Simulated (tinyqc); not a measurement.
Conductivity against temperature: Debye-Callaway model of lattice thermal conductivity. Computed by tinyqc, a small Python program. Command: `OMP_NUM_THREADS=1 python tinyqc.py 3015383 3015384 out.jsonl callaway walk`. One thread of a shared host (Intel(R) Xeon(R) Processor @ 2.30GHz), about 0.01 s of CPU time with the checks.

Three acoustic branches with one velocity v, cut at omega_D = k_B Theta/hbar; x = hbar omega/(k_B T). v and Theta are separate inputs: Theta cuts off the heat-carrying modes, so C need not reach 3 k_B/V. gamma is an effective value that sets the umklapp rate.

Inputs (values chosen for the exercise, modelled on boron arsenide): sound velocity v = 5480 m/s; Debye temperature Theta = 676 K; volume per atom V = 13.6 angstrom^3; mean atomic mass M = 42.9 u; effective Grueneisen parameter gamma = 1.07; umklapp exponent divisor b = 2; vacancy fraction n_v = 0.00013; Casimir length L = 1500 micrometre.

Sample: crystal. Point defects: vacancies. Normal processes: left out.

Constants: k_B = 1.380649e-23 J/K; hbar = 1.054571817e-34 J s; u = 1.6605390666e-27 kg.

Method:
- A vacancy counts as a mass defect Delta M/M = -3 (the missing mass and twice its bonds), so Gamma = 9 n_v. A = V Gamma/(4 pi v^3).
- Rates: point defects A omega^4; umklapp B omega^2 T exp(-Theta/(b T)) with B = hbar gamma^2/(M v^2 Theta). Boundaries: v/L.
- kappa_1 = c int tau_C g dx, g = x^4 e^x/(e^x - 1)^2, c = (k_B/(2 pi^2 v)) (k_B T/hbar)^3, over 0 < x < min(Theta/T, 40), by 96 Gauss-Legendre points in s with x = x_max s^2; tau_C = tau_R, the inverse of the summed rates, and kappa = kappa_1.
- The boundary limit is C v^2/(3 x boundary rate), with C = 3 c int g dx / v^2.

Rayleigh coefficient A = 7.69437e-45 s^3

Kappa (W/(m K)):
```
T (K)  all processes  without point defects  boundary limit
6.8           390.08                 640.32          640.32
14            1213.6                 5588.0          5588.0
24            1980.8                  28149           28152
41            2638.7             1.1938e+05      1.4032e+05
68            2903.4                  58786      6.2235e+05
110           2115.2                  12443      2.0432e+06
200           952.02                 2733.4      4.8445e+06
340           487.93                 958.68      6.6778e+06
540           286.62                 445.83      7.4740e+06
880           167.84                 221.03      7.8395e+06
```

What follows from these numbers?

kappa peaks among these rows at 68 K (T/Theta = 0.101) with 2900 W/(m K). The exponent d ln kappa/d ln T is 1.57 at the cold end and -1.10 at the hot end. Point defects cost most at 41 K, a factor 45.2.

Extremes, crossings and ranges named in words are read from the listed rows.
